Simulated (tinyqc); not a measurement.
From results back to parameters: band edges of strained Si(1-x)Ge(x) on relaxed Si(1-y)Ge(y). Five cases, with inputs chosen for the exercise.

Problem. A layer on a (001) buffer has its Delta valleys split into the four in the plane and the two along z: E(Delta4) - E(Delta2) = XuD (e_par - e_perp), e_perp = -2 (C12/C11) e_par, e_par = (a(y) - a(x))/a(x). The splitting is given; find the strain and the Ge fraction y of the buffer.

Values are linear in the Ge fraction but for ED(x) = linear - CD x (1 - x) and a(x) = linear - Ca x (1 - x). Energies are on the common scale of Ev.

Find: e_par; a(y); y.

Method. e_par = splitting/(XuD (1 + 2 C12/C11)) with the values at x; a(y) = a(x)(1 + e_par); a(y) rises steadily with y, so one root lies in the range.

Case 1.

Values chosen (end members near Si and Ge, in this order; not measured data): a = (5.437, 5.662) angstrom (lattice constant); Ca = 0.025 angstrom (bowing of the lattice constant); XuD = (8.86, 9.05) eV (uniaxial potential, Delta); C11 = (166.9, 128.5) GPa; C12 = (63.4, 47.9) GPa; x = 0.21 (Ge fraction of the layer).

E(Delta4) - E(Delta2) = -0.123013 eV

Solution.

e_par = -0.00787
a(y) = 5.4370 angstrom
y = 0

Case 2.

Values chosen (end members near Si and Ge, in this order; not measured data): a = (5.435, 5.663) angstrom (lattice constant); Ca = 0.028 angstrom (bowing of the lattice constant); XuD = (9.33, 9.27) eV (uniaxial potential, Delta); C11 = (168, 127.8) GPa; C12 = (64.6, 47.6) GPa; x = 0 (Ge fraction of the layer).

E(Delta4) - E(Delta2) = 0.137736 eV

Solution.

e_par = 0.00835
a(y) = 5.4804 angstrom
y = 0.220

Case 3.

Values chosen (end members near Si and Ge, in this order; not measured data): a = (5.424, 5.662) angstrom (lattice constant); Ca = 0 angstrom (bowing of the lattice constant); XuD = (9.43, 9.07) eV (uniaxial potential, Delta); C11 = (166.3, 127) GPa; C12 = (63.8, 48.3) GPa; x = 0.12 (Ge fraction of the layer).

E(Delta4) - E(Delta2) = 0.434308 eV

Solution.

e_par = 0.02619
a(y) = 5.5954 angstrom
y = 0.720

Case 4.

Values chosen (end members near Si and Ge, in this order; not measured data): a = (5.427, 5.652) angstrom (lattice constant); Ca = 0 angstrom (bowing of the lattice constant); XuD = (8.92, 9.64) eV (uniaxial potential, Delta); C11 = (164.2, 129) GPa; C12 = (63.8, 48.7) GPa; x = 0.17 (Ge fraction of the layer).

E(Delta4) - E(Delta2) = -0.112271 eV

Solution.

e_par = -0.00700
a(y) = 5.4270 angstrom
y = 0

Case 5.

Values chosen (end members near Si and Ge, in this order; not measured data): a = (5.436, 5.659) angstrom (lattice constant); Ca = 0 angstrom (bowing of the lattice constant); XuD = (9.15, 9.06) eV (uniaxial potential, Delta); C11 = (165.3, 126.6) GPa; C12 = (64.6, 48.3) GPa; x = 1 (Ge fraction of the layer).

E(Delta4) - E(Delta2) = -0.182537 eV

Solution.

e_par = -0.01143
a(y) = 5.5943 angstrom
y = 0.710

Computed by tinyqc, one run a case: `OMP_NUM_THREADS=1 python tinyqc.py N N+1 out.jsonl` with N = 1050165, 1050189, 1050218, 1050225, 1050246; one thread of a shared Intel(R) Xeon(R) Processor @ 2.30GHz, about 0.02 s a run at most.
